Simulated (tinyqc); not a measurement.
## Barrier and mass from two Fowler-Nordheim currents

Inverse problem. Fowler-Nordheim tunnelling through a dielectric follows J = A F^2 exp(-B/F), A = q^2 me/(16 pi^2 hbar m1 phi1) (A/V^2 with phi1 in volts), B = (4/3) sqrt(m1/C) phi1^1.5 (V/nm), C = hbar^2/(2 m0). Find B, A, phi1 and m1.

Parameters, values chosen for the exercise:

| symbol | value | unit | meaning |
|---|---|---|---|
| me | 1 | m0 | emitter mass in the supply function |

Constants: q = 1.602176634e-19 C, hbar = 1.054571817e-34 J s, m0 = 9.1093837015e-31 kg, hbar^2/(2 m0) = 0.0380998212 eV nm^2. Results are converted to the units shown.

J at F = 0.7 and 1.24 V/nm (A/cm^2): 1.1821753e-8  0.24002280

Answer. The slope of ln(J/F^2) against 1/F is -B and the intercept gives A. A fixes the product m1 phi1, and B = (4/3) phi1 sqrt(m1 phi1/C) then gives phi1.

B = 25.2 V/nm
A = 1.05e-6 A/V^2
phi1 = 3.05 eV
m1 = 0.480 m0

Numbers from tinyqc (`OMP_NUM_THREADS=1 python tinyqc.py 2540145 2540146 out.jsonl`; about 0.04 s on one thread of a shared Intel Xeon 2.30GHz).
